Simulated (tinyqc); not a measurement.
Worked calculation: coherent transport through a tight-binding region between two chains. Computed by tinyqc, a small Python program that keeps every step. Settings: temperature = 300, mu = 0.05. Command: `OMP_NUM_THREADS=1 python tinyqc.py 25153 25154 out.jsonl` (the two numbers bound the seeds that draw the settings). One thread of a shared host (Intel(R) Xeon(R) Processor @ 2.60GHz), about 0.1 s of CPU time with the checks.

## Transmission at E = -0.83 eV

H of the central region (eV):
```
[[0.000000, -1.550000, 0.000000],
 [-1.550000, 1.270000, -1.180000],
 [0.000000, -1.180000, 0.000000]]
```

Leads: semi-infinite chains with site energy 0:
```
parameter                           value
lead hopping t (eV)              1.920000
coupling to the left lead (eV)   1.240000
coupling to the right lead (eV)  0.620000
left contact site                       1
right contact site                      3
```

E = -0.830000 eV

Surface Green function g = (E - i sqrt(4 t^2 - E^2)) / (2 t^2); self-energy tc^2 g on each contact site; G = (E - H - Sigma)^(-1); Gamma = -2 Im Sigma; T = Gamma_L Gamma_R |G_LR|^2; local density of states -Im G_ii / pi.

g = -0.112576-0.508521i 1/eV

G (1/eV):
```
[[0.126980-0.201372i, 0.597394-0.149399i, 0.896362-0.001365i],
 [0.597394-0.149399i, 0.177816-0.364674i, 0.379197-0.452751i],
 [0.896362-0.001365i, 0.379197-0.452751i, -0.502582-0.803951i]]
```

local density of states (1/eV): [0.064099, 0.116079, 0.255906]

transmission = 0.491217

## Transmission across the band

The same steps on a grid of energies.

T(E):
```
E (eV)              T
-3.64800000  0.000153
-3.28320000  0.000835
-2.91840000  0.002875
-2.55360000  0.009575
-2.18880000  0.035291
-1.82400000  0.146833
-1.45920000  0.406254
-1.09440000  0.463704
-0.72960000  0.521087
-0.36480000  0.744092
0.00000000   0.828687
0.36480000   0.428239
0.72960000   0.198019
1.09440000   0.112275
1.45920000   0.079090
1.82400000   0.069608
2.18880000   0.082155
2.55360000   0.166511
2.91840000   0.247190
3.28320000   0.018399
3.64800000   0.001569
```

levels of the isolated region (eV): [-1.413933, 0.000000, 2.683933]

## Current

I = (2e/h) int T(E) [f(E - mu - V/2) - f(E - mu + V/2)] dE at 300 K with mu = 0.05 eV, the bias not changing H; 2e^2/h = 77.48092 microsiemens; the integral runs over the band on 4001 points.

Current:
```
V (volt)  I (microampere)
0.010000         0.605500
0.050000         3.025964
0.100000         6.042344
0.200000        12.008949
0.400000        23.441192
0.800000        43.082091
```
